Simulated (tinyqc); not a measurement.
## Via and link resistance from two via chains

Inverse problem. A chain of 2000 vias joined by 2000 metal links has R = 2000 (Rv + Rlink), with Rlink proportional to the link length. Find Rv, Rlink for length L, and the value of Rv that the short chain would give if the links were ignored.

resistance of chains of 2000 links with link lengths L and 3 L (ohm): [34400, 51200]

Solution. R per link is a straight line in the link length; its intercept at zero length is Rv.

Rv = 13.00 ohm
Rlink = 4.200 ohm
Rv without correction = 17.20 ohm

Numbers from tinyqc (`OMP_NUM_THREADS=1 python tinyqc.py 2750159 2750160 out.jsonl`; about 0.01 s on one thread of a shared Intel Xeon 2.30GHz).
